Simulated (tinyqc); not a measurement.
Two-diode model of a solar cell: two steps of the calculation.

J is the current delivered and Vj = V + J Rs the junction voltage. J = X JL - J01 (exp(Vj/(n1 Vt)) - 1) - J02 (exp(Vj/(2 Vt)) - 1) - Vj/Rp. The photocurrent does not depend on voltage.

Values chosen for this exercise; values of the order met in cells of cadmium telluride:
- T = 323 K (temperature)
- JL = 26.4 mA/cm^2 (photocurrent at one sun)
- X = 1 suns (concentration)
- J01 = 8.6e-16 A/cm^2 (saturation current of the first diode)
- n1 = 1 (ideality factor of the first diode)
- Rs = 0 ohm cm^2 (series resistance)
- Rp = 80000 ohm cm^2 (shunt resistance)
- Pin = 100 mW/cm^2 (incident power at one sun)
- J02 = 5.4e-8 A/cm^2 (saturation current of the second diode (ideality 2))

Constants: q = 1.602176634e-19 C, kB = 1.380649e-23 J/K, Vt = kB T/q. Results are converted to the units shown.

Task 1. New Vj. Open circuit: J(Vj) = 0. G = -dJ/dVj = J01 exp(Vj/(n1 Vt))/(n1 Vt) + J02 exp(Vj/(2 Vt))/(2 Vt) + 1/Rp. Vj(new) = Vj + J/G.

Vj after iteration 1 = 0.79663638 V

Give: J; G; Vj after iteration 2.

Result 1.

J = -64.510 mA/cm^2
G = 1.6745 S/cm^2
Vj after iteration 2 = 0.75811 V

Task 2. Figures of merit. Jsc at V = 0, Voc at J = 0, the maximum power point where J (1 + 2 Rs G) = G Vj with G = -dJ/dVj; FF = Vmp Jmp/(Voc Jsc); efficiency Vmp Jmp/(X Pin). Empirical fill factor without parasitics FF0 = (v - ln(v + 0.72))/(v + 1), v = Voc/(n1 Vt).

Wanted: Jsc; Voc; Vmp; Jmp; FF; efficiency; FF0.

Result 2.

Jsc = 26.400 mA/cm^2
Voc = 0.72880 V
Vmp = 0.59249 V
Jmp = 24.128 mA/cm^2
FF = 0.74300
efficiency = 14.296 %
FF0 = 0.84210

FF is 12 % below FF0. Removing one loss at a time changes the efficiency by: second diode +5.34, shunt +0.00 points.

Program tinyqc, `OMP_NUM_THREADS=1 python tinyqc.py 2280115 2280116 out.jsonl`; Intel Xeon 2.30GHz, shared host, one thread, about 0.01 s.
